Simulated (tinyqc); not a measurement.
Worked calculation: Jacobi rotations on a symmetric matrix. One step of it, computed by the program tinyqc.

Task: Jacobi rotation 1. Take the largest off-diagonal element A_pq; tan 2 theta = 2 A_pq / (A_qq - A_pp) with |theta| <= pi/4; A' = J^T A J with J_pp = J_qq = cos, J_pq = sin, J_qp = -sin.

A:
```
[[2.465000, -0.356000, -1.268000],
 [-0.356000, 3.065000, 0.005000],
 [-1.268000, 0.005000, 3.303000]]
```

Give: p, q, theta; A'.

Result:

p, q, theta (rad): [1.000, 3.000, -0.626]

A':
```
[[1.549, -0.286, 0.000],
 [-0.286, 3.065, 0.213],
 [0.000, 0.213, 4.219]]
```
